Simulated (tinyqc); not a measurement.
## Free and trapped electrons in a MOS channel with a dense trap tail: effect of the density of the tail at the conduction edge

p-type body, charge-sheet picture, full ionisation (an idealisation for deep acceptors), Boltzmann statistics for free electrons. e = Ec - EF at the surface. Acceptor-like traps of density D(E) = D0 + De exp(-E/Ew) at depth E below Ec, from 0 to Eu, hold n_t = integral of D(E)/(1 + exp((e - E)/Vt)). psi = Eg - Vt ln(Nv/Na) - e; N_dep = sqrt(2 eps0 eps_r Na (psi - Vt)/q); n_f = sqrt(N_dep^2 + 2 eps0 eps_r Vt Nc exp(-e/Vt)/q) - N_dep; Vg = Vfb + psi + q (N_dep + n_t + n_f)/Cox, Cox = eps0 eox/tox.

VT is the Vg for n_f = 1e11 cm^-2; swing ln 10 n_f/(dn_f/dVg) at n_f = 1e8 cm^-2; the last three columns are for Vg = VT + 3.5 V, with free share n_f/(n_f + n_t) and field-effect mobility mf q (dn_f/dVg)/Cox; there EF is near the band edge, where Boltzmann statistics are rough.

Inputs (values chosen for the exercise); band and dielectric values close to those of 4H silicon carbide: temperature T = 400 K; band gap Eg = 3.32 eV; relative permittivity eps_r = 9.61; conduction-band density of states at T Nc = 2.57e19 cm^-3; valence-band density of states at T Nv = 3.79e19 cm^-3; relative permittivity of the insulator eox = 3.9; insulator thickness tox = 44 nm; acceptor density Na = 1.3e16 cm^-3; flat-band voltage without trapped charge Vfb = -2.09 V; constant background density of acceptor-like traps D0 = 3.1e10 cm^-2 eV^-1; decay energy of the tail Ew = 0.1 eV; depth below Ec down to which the traps reach Eu = 0.6 eV; mobility of free electrons mf = 100 cm^2/(V s).

Constants: q = 1.602176634e-19 C, kB = 1.380649e-23 J/K, Vt = kB T/q, eps0 = 8.8541878128e-14 F/cm where lengths are in cm. Results are converted to the units shown.

Result of one run:

| De (cm^-2 eV^-1) | e at VT (eV) | VT (V) | q n_t/Cox at VT (V) | swing (mV/decade) | n_f (cm^-2) | free share (%) | field-effect mobility (cm^2/(V s)) |
|---|---|---|---|---|---|---|---|
| 2e14 | 0.1461 | 13.53 | 11.23 | 926.3 | 2.033e11 | 2.785 | 7.263 |

What becomes of these results when the density of the tail at the conduction edge De is changed from 2e14 to 1e13 cm^-2 eV^-1, all else the same?

Result of the changed run:

| De (cm^-2 eV^-1) | e at VT (eV) | VT (V) | q n_t/Cox at VT (V) | swing (mV/decade) | n_f (cm^-2) | free share (%) | field-effect mobility (cm^2/(V s)) |
|---|---|---|---|---|---|---|---|
| 1e13 | 0.1461 | 2.886 | 0.5889 | 145.2 | 1.324e12 | 65.02 | 83.79 |

The whole series:

| De (cm^-2 eV^-1) | e at VT (eV) | VT (V) | q n_t/Cox at VT (V) | swing (mV/decade) | n_f (cm^-2) | free share (%) | field-effect mobility (cm^2/(V s)) |
|---|---|---|---|---|---|---|---|
| 1e12 | 0.1461 | 2.382 | 0.08472 | 108.2 | 1.689e12 | 94.81 | 96.83 |
| 2e12 | 0.1461 | 2.438 | 0.1407 | 112.4 | 1.644e12 | 90.82 | 95.51 |
| 5e12 | 0.1461 | 2.606 | 0.3088 | 124.7 | 1.515e12 | 79.95 | 91.32 |
| 1e13 | 0.1461 | 2.886 | 0.5889 | 145.2 | 1.324e12 | 65.02 | 83.79 |
| 2e13 | 0.1461 | 3.446 | 1.149 | 186.4 | 1.025e12 | 44.22 | 68.53 |
| 4e13 | 0.1461 | 4.567 | 2.270 | 268.6 | 6.695e11 | 23.25 | 44.71 |
| 9e13 | 0.1461 | 7.368 | 5.071 | 474.1 | 3.530e11 | 8.270 | 19.44 |
| 2e14 | 0.1461 | 13.53 | 11.23 | 926.3 | 2.033e11 | 2.785 | 7.263 |

As De goes from 1e12 to 2e14, VT rises from 2.38 to 13.5 V, its part due to traps rises from 0.0847 to 11.2 V, the swing rises from 108 to 926 mV/decade and the field-effect mobility falls from 96.8 to 7.26 cm^2/(V s).

Computed by the program tinyqc: `OMP_NUM_THREADS=1 python tinyqc.py 2222083 2222084 out.jsonl`, one thread of a shared Intel Xeon 2.30GHz, about 0.02 s for the whole run.
